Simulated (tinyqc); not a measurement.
# Thin film between two gates, subbands and threshold shift from confinement, step by step

Computed by the program tinyqc: `OMP_NUM_THREADS=1 python tinyqc.py 2350141 2350142 out.jsonl`, one thread of a shared Intel Xeon 2.30GHz, about 0.04 s for the whole run. Printed values are rounded.

Undoped body with a flat potential across it, hard walls, transport along x. One isotropic valley (g = 1, mx = my = mz = me). Non-parabolicity enters the subband edges through E (1 + al E) = gamma, so E = 2 gamma/(1 + sqrt(1 + 4 al gamma)); motion within a subband is taken as parabolic with the band-edge mass. Energies are counted from the bulk band edge.

Parameters, values chosen for the exercise; masses close to those of In0.53Ga0.47As:
```
symbol,value,unit,meaning
T,300,K,temperature
me,0.0415,m0,mass at the band edge
al,1.2,1/eV,non-parabolicity
t,14.3,nm,film thickness (along z)
dl,0.2,nm,widening of the box by penetration into the insulator
```

Constants: q = 1.602176634e-19 C, kB = 1.380649e-23 J/K, hbar = 1.054571817e-34 J s, m0 = 9.1093837015e-31 kg, Vt = kB T/q, hbar^2/(2 m0) = 0.0380998212 eV nm^2. Results are converted to the units shown.

Range of the model: Non-parabolicity also makes carriers heavier within each subband, which is left out, so densities of states are understated at high energy.

## Lowest subbands

gamma = C (pi k/(t + dl))^2/mz, C = hbar^2/(2 m0). List the 5 lowest, labelled by quantum numbers, with degeneracy g and N_k: N_k = g sqrt(mx my) m0 kB T/(pi hbar^2).

```
subband	E_k (eV)	g	N_k (cm^-2)
1	0.0410719	1	4.48167e11
2	0.146596	1	4.48167e11
3	0.288197	1	4.48167e11
4	0.448334	1	4.48167e11
5	0.618441	1	4.48167e11
```

## Threshold shift

Each subband has N_k = g sqrt(mx my) m0 kB T/(pi hbar^2); without degeneracy n = exp(EF/Vt) sum N_k exp(-E_k/Vt). Classical value Nc times t, Nc = sum over valleys of 2 g (m m0 kB T/(2 pi hbar^2))^1.5 with m = (mx my mz)^(1/3). Threshold shift dVT = Vt ln(classical value/sum N_k exp(-E_k/Vt)). Use the subbands listed.

shares, subband 1 to 5 (%): 98.3336  1.6595  0.0069  0.0000  0.0000
sum N_k exp(-E_k/Vt) = 9.30594e10 cm^-2
Nc = 2.12151e17 cm^-3
classical value = 3.03375e11 cm^-2
dVT = 30.5501 mV

With all subbands dVT = 30.55 mV. The lowest edge lies at 41.1 meV; dVT is smaller than that, since sum N_k exp(-(E_k - E_1)/Vt) exceeds the classical value.
